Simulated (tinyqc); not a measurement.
Stacked nanosheet transistor, parasitic resistance, capacitance and delay: two steps of the calculation.

Ns sheets share one contact on top; each has perimeter p = 2 (Ws + ts) and cross-section A = Ws ts; contact width Wc = Ws + 10 nm, stack height Hs = Ns pv. Sheet 1 is the top one. Contact length Lc = CPP - Lg - 2 Lsp, shared by two neighbouring gates. Source and drain sides are equal. The formulas are first-order estimates, not field solutions.

Values chosen for this exercise; values close to those of silicon logic devices:

| symbol | value | unit | meaning |
|---|---|---|---|
| Ns | 3 |  | number of sheets |
| Ws | 12 | nm | sheet width |
| ts | 5 | nm | sheet thickness |
| CPP | 51 | nm | contacted gate pitch |
| Lg | 16 | nm | gate length |
| Lsp | 4 | nm | spacer length |
| rc | 3e-9 | ohm cm^2 | contact resistivity |
| re | 0.00041 | ohm cm | resistivity of the source-drain epitaxy |
| te | 20 | nm | current-carrying depth of the epitaxy |
| rx | 0.00094 | ohm cm | resistivity of the extension |
| Vdd | 0.65 | V | supply voltage |

Problem 1. Geometry and resistances. Epitaxy sheet resistance Rsh = re/te, transfer length LT = sqrt(rc/Rsh), contact Rc = [sqrt(rc Rsh)/Wc] coth(Lc/(2 LT)); extension of one sheet Rx = rx Lsp/A. Effective width N p; for equal currents and rv = 0 one side has Rc + Rx/N.

Give: Lc; effective width; Rsh; LT; Rc; Rx; one side times effective width.

Solution 1.

Lc = 27.00 nm
effective width = 102.0 nm
Rsh = 205.0 ohm
LT = 38.25 nm
Rc = 1052 ohm
Rx = 626.7 ohm
one side times effective width = 128.6 ohm um

Problem 2. Effective current, delay and energy. Ieff = (IH + IL)/2, delay CL Vdd/(2 Ieff), energy CL Vdd^2, with CL the load of an inverter that drives an equal one.

IH = I(Vdd, Vdd/2) = 74.134474 uA
IL = I(Vdd/2, Vdd), solved likewise = 28.167940 uA
CL = 348.61232 aF

Wanted: Ieff; delay; energy.

Solution 2.

Ieff = 51.15 uA
delay = 2.215 ps
energy = 147.3 aJ

tinyqc, about 0.1 s, one thread, Intel Xeon 2.30GHz (shared host): `OMP_NUM_THREADS=1 python tinyqc.py 2170171 2170172 out.jsonl`
